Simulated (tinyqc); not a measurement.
Free and nearly free electrons in a metal: sweeps and comparisons. A value that a table varies takes the place of the one given here.

The cubic cell holds 4 atoms: n = 4 z/a^3, kF = (3 pi^2 n)^(1/3), EF = c kF^2/m, vF = 2 c kF/(m hbar), c = hbar^2/2m0; rs = (3/(4 pi n))^(1/3)/a0; D(EF) = 3 n/(2 EF).

Two plane waves k and k - G, G = (111) (2 pi/a): H = [[c k^2/m, V], [V, c (k - G)^2/m]] with c = hbar^2/2m0.

Square wire of width w with grain size w: rho/rho0 = 1/(1 - 3 al/2 + 3 al^2 - 3 al^3 ln(1 + 1/al)) + (3/4) (1 - p) l/w, with al = (l/w) Rg/(1 - Rg) (Mayadas-Shatzkes plus the thick-wire form of Fuchs-Sondheimer); l = hbar kF/(n e^2 rho), e = 1.602176634e-19 C.

Constants: hbar^2/2m0 = 3.80998211 eV angstrom^2; hbar = 6.58211957e-16 eV s; a0 (Bohr radius) = 0.5291772105 angstrom.

Values chosen for the exercise (near those of Cu, whose d bands this model ignores; shifted at random, so the results belong to these values and not to a real crystal):
```
symbol  value  unit          meaning
a       3.603  angstrom      fcc lattice constant
z       1                    free electrons an atom
m       1      m0            mass
rho     1.68   micro-ohm cm  bulk resistivity
p       0.2                  specularity of the surfaces
Rg      0.48                 reflection at grain boundaries
w       20     nm            wire width
```

## When the Fermi surface touches the face

On the face the lower band is E = c (G^2/4 + q^2)/m - V, q along the face. EF is held at its free value. A neck opens where EF > c G^2/(4m) - V, with radius q; the second band fills where EF > c G^2/(4m) + V.

Necks:
```
V (eV)  lower band at the face centre (eV)  neck radius (1/angstrom)  radius/kF
0.2                                  8.490                         -          -
0.5                                  8.190                         -          -
0.8                                  7.890                         -          -
1.1                                  7.590                         -          -
1.4                                  7.290                         -          -
1.8                                  6.890                    0.2222      0.163
2.2                                  6.490                    0.3929      0.288
2.6                                  6.090                    0.5093      0.374
```

EF = 7.078 eV
c G^2/(4m) = 8.690 eV

What does this show, and why?

Contact needs V > 1.612 eV. It is first met at V = 1.8 eV of those listed, and the radius then grows as the square root of the excess, to 0.374 kF at 2.6 eV. EF is held at its free value here; a count of states lowers it as V grows, strongly for V of an eV or more, so the threshold is a lower bound, the radii are upper bounds, and some necks may vanish.

## Resistivity of narrow wires

Wires:
```
w (nm)     al  grain term (factor - 1)  surface term  rho (micro-ohm cm)
200     0.180                    0.259         0.117                2.31
100     0.360                    0.509         0.234                2.93
50      0.720                    0.999         0.468                4.14
30      1.199                    1.646         0.779                5.75
20      1.799                    2.450         1.169                7.76
14      2.570                    3.482         1.670               10.34
10      3.598                    4.855         2.338               13.77
7       5.139                    6.913         3.341               18.91
```

l = 38.97 nm

What can be read from the table?

At 7 nm the resistivity is 11.25 times the bulk value; grain boundaries add more (6.91 from grains, 3.34 from surfaces). It passes twice the bulk value between 100 and 50 nm. The surface formula is meant for w above l = 39 nm, so the rows below that are rough.

## What sets the wire resistivity

All results formed anew. Each row changes one parameter from the base and keeps the others.

Results:
```
case                      EF (eV)  l (nm)  wire rho (micro-ohm cm)
base                        7.078   38.97                    7.761
a = 3.711 angstrom          6.672   41.35                    8.127
m = 1.2 m0                  5.898   38.97                    7.761
rho = 2.016 micro-ohm cm    7.078   32.48                    8.110
p = 0.5                     7.078   38.97                    7.024
Rg = 0.336                  7.078   38.97                    5.927
w = 14 nm                   7.078   38.97                   10.336
```

What can be read from the table?

The largest shifts from the base row, up to three for each result and ties (the steps differ in size, so this ranks the rows, not the parameters). EF (eV): m -1.180, a -0.406; unchanged at the printed digits by rho, p, Rg and w. l (nm): rho -6.50, a +2.37; unchanged at the printed digits by m, p, Rg and w. wire rho (micro-ohm cm): w +2.575, Rg -1.833, p -0.737; unchanged at the printed digits by m. The mass drops out of l at given rho, because vF falls and tau rises by the same factor.

Computed by tinyqc, a small Python program: `OMP_NUM_THREADS=1 python tinyqc.py 1651016 1651017 out.jsonl` (the numbers bound the seed that draws the inputs); one thread of a shared host (Intel(R) Xeon(R) Processor @ 2.30GHz), about 0.01 s for the whole set of steps.
